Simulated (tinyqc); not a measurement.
What grading buys: minority-electron transport through the base of a bipolar transistor (Moll-Ross and Kroemer integrals). Computed by tinyqc, a small Python program. Command: `OMP_NUM_THREADS=1 python tinyqc.py 3013164 3013165 out.jsonl base walk`. One thread of a shared host (Intel(R) Xeon(R) Processor @ 2.30GHz), about 0.01 s of CPU time with the checks.

Low injection, one dimension, x from the emitter edge (0) to the collector edge (W), s = x/W. Recombination is treated as a small correction (valid for tau_B well below tau_n), computed from the stored charge.

Inputs (values chosen for the exercise, modelled on silicon): base doping at the emitter edge N_0 = 2.9e+19 1/cm^3; base width W = 72 nm; mu_min = 250 cm^2/(V s); mu_max = 1380 cm^2/(V s); N_ref = 2.8e+17 1/cm^3; saturation velocity v_s = 0.91 1e7 cm/s; temperature T = 300 K; doping ratio N_0/N(W) = 3.6.

Base doping profile: exponential. Gap grading: linear. Exit of the base: saturation velocity.

Constants: k_B = 8.617333262e-05 eV/K.

Method. N(x) = N_0 (ratio)^(-s); n_i(x)^2 = n_i^2 exp(s dE_g/k_B T); D(x) = (k_B T/e) mu, mu = mu_min + (mu_max - mu_min)/(1 + (N/N_ref)^0.7). With y(x) = N n_i^2/(D n_i(x)^2): base Gummel number G_B = int_0^W y dx + N(W) n_i^2/(v_s n_i(W)^2); J_C = e n_i^2 exp(e V_BE/k_B T)/G_B; n(x) = (J_C/e)(n_i(x)^2/(N n_i^2)) [int_x^W y dx + the same exit term]; transit time tau_B = (e/J_C) int n dx; trapezoid rule on 401 even points.

The same base with other gradings:
```
dE_g (meV)  dE_g/k_B T  G_B (s/cm^4)  J_C gain  tau_B (ps)  speed gain
0                0.000    1.5564e+13    1.0000      2.5582      1.0000
25               0.967    1.0814e+13    1.4392      1.9823      1.2905
50               1.934    8.0637e+12    1.9301      1.5985      1.6004
75               2.901    6.3527e+12    2.4500      1.3304      1.9229
100              3.868    5.2160e+12    2.9839      1.1354      2.2532
150              5.802    3.8273e+12    4.0666      0.8741      2.9269
200              7.736    3.0198e+12    5.1540      0.7088      3.6091
300             11.605    2.1232e+12    7.3304      0.5133      4.9836
```

What does the comparison show, and why?

At 100 meV J_C rises by a factor 2.98 and the transit is 2.25 times faster; at 300 meV the factors are 7.33 and 4.98. For a uniform base without exit term both tend to be linear in dE_g/k_B T, J_C as x/(1 - exp(-x)) and the speed as x/2. From 200 meV on the mean velocity W/tau_B exceeds v_s, so those speed gains are overstated.
